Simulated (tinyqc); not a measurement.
# Changing the applied field E

Model: Landau-Devonshire theory of a uniaxial ferroelectric. Computed by tinyqc, a small Python program. Command: `OMP_NUM_THREADS=1 python tinyqc.py 3020013 3020014 out.jsonl ferro sweep`. One thread of a shared host (Intel(R) Xeon(R) Processor @ 2.30GHz), about 0.01 s of CPU time with the checks.

G(P) = (alpha/2) P^2 + (beta*/4) P^4 + (gamma/6) P^6 - E P per volume, SI units, one domain, P along the polar axis, which is normal to the film.

Inputs (values chosen for the exercise, for a model ferroelectric):
```
quantity                        value         unit
alpha_0                      1.46e+06  J m/(C^2 K)
Curie-Weiss temperature T0        810            K
beta                         7.68e+08    J m^5/C^4
gamma                        6.74e+09    J m^9/C^6
temperature T                     615            K
misfit strain u_m             -0.0064            -
electrostriction Q12           -0.044      m^4/C^2
compliance s11 + s12          8.8e-12        m^2/N
start of Newton steps P0/Ps       1.3            -
```

Sample: epitaxial film.

Constants: eps_0 = 8.8541878128e-12 F/m.

Method:
- alpha = alpha_0 (T - T0*), with clamping: T0* = T0 + 4 Q12 u_m/(alpha_0 (s11 + s12)), beta* = beta + 4 Q12^2/(s11 + s12).
- Ps^2 = [-beta* + sqrt(beta*^2 - 4 alpha gamma)]/(2 gamma).
- chi = 1/(eps_0 G''), G'' = alpha + 3 beta* P^2 + 5 gamma P^4 at Ps. Ps, chi and the coercive field are for perfect screening, without a depolarising field. The intrinsic coercive field is |alpha P + beta* P^3 + gamma P^5| at the P_c where G'' = 0. 1 C/m^2 = 100 microcoulomb/cm^2.
- Solve G'(P) = alpha P + beta* P^3 + gamma P^5 - E = 0 by P(new) = P - G'/G'' from P0; stop when the step is below 1e-11 C/m^2 (G' under 1e-6 MV/m is shown as 0).

One run for each value:
```
applied field E (MV/m)  P at the end of the steps (microcoulomb/cm^2)  1/(eps_0 G'') there
1.0                                                            39.298               97.825
1.9                                                            39.375               97.036
3.8                                                            39.537               95.419
7.3                                                            39.829               92.605
14.0                                                           40.363               87.738
27.0                                                           41.326               79.841
53.0                                                           43.021               68.170
100.0                                                          45.554               54.708
200.0                                                          49.645               39.590
```

Over the rows, P at the end of the steps (microcoulomb/cm^2) rises from 39.3 to 49.6 (exponent d ln y / d ln x 0.0031 between the first rows and 0.12 between the last); 1/(eps_0 G'') there falls from 97.8 to 39.6 (exponent d ln y / d ln x -0.013 between the first rows and -0.47 between the last). At the low end the exponent of 1/(eps_0 G'') there is -0.01, close to 0: the linear regime.
